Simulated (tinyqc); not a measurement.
Electron-beam lithography: double-Gaussian proximity function, edge placement and dose correction for parallel lines: one step, computed by the program tinyqc.

Lines are infinitely long. Absorbed energy is counted so that the middle of a very large area written at dose 1 receives 1; the resist develops where it exceeds 1/2.

Problem. Interaction matrix. f(r) = [exp(-r^2/alpha^2)/alpha^2 + eta exp(-r^2/beta^2)/beta^2]/(pi (1 + eta)). A line from a to b at dose d gives E(x) = d [S(alpha) + eta S(beta)]/(1 + eta), S(s) = [erf((b - x)/s) - erf((a - x)/s)]/2. M_ij is the mean of E at the two edges of line i from line j at dose 1.

Inputs (values chosen for the exercise, of the order of those for 100 keV electrons in resist on silicon): forward range alpha = 0.012 micrometre; backscatter range beta = 31 micrometre; backscatter ratio eta = 0.46.

Lines (micrometre):

| line | left edge | right edge | centre |
|---|---|---|---|
| 1 | 0.000 | 7.500000e-02 | 3.750000e-02 |
| 2 | 4.275 | 1.287500e+01 | 8.575000e+00 |
| 3 | 18.375 | 1.843300e+01 | 1.840400e+01 |
| 4 | 18.553 | 2.525300e+01 | 2.190300e+01 |

Give: M.

Solution.

M:
```
         1        2        3        4
1  0.34290  0.04546  0.00023  0.02336
2  0.00039  0.39054  0.00030  0.03147
3  0.00030  0.04437  0.34280  0.03779
4  0.00026  0.04053  0.00032  0.38029
```
